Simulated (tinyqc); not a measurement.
Worked calculation: Hubbard chain of 2 sites. One step of it, computed by the program tinyqc.

Task: Mean-field iteration 1. H(up) = T + U n(down), H(down) = T + U n(up); fill the lowest levels; n(new) = n + mixing (n(out) - n); E = tr T (rho up + rho down) + U sum n_up n_down of the output.

one-body matrix (hopping and site energies) (eV):
```
           1          2
1   0.000000  -1.050000
2  -1.050000   0.000000
```

U = 7.600000 eV

electrons, up and down: 1  1

mixing = 0.200000

n(up) at the start (a guess, not normalised): 1 0.550000, 2 0.450000

n(down) at the start (a guess): 1 0.450000, 2 0.550000

Give: levels, up; levels, down; energy; n(up) after iteration 1; n(down) after iteration 1.

Result:

levels, up (eV): 2.6834  4.9166

levels, down (eV): 2.6834  4.9166

energy = 1.3853 eV

n(up) after iteration 1: 1 0.5740, 2 0.4260

n(down) after iteration 1: 1 0.4260, 2 0.5740
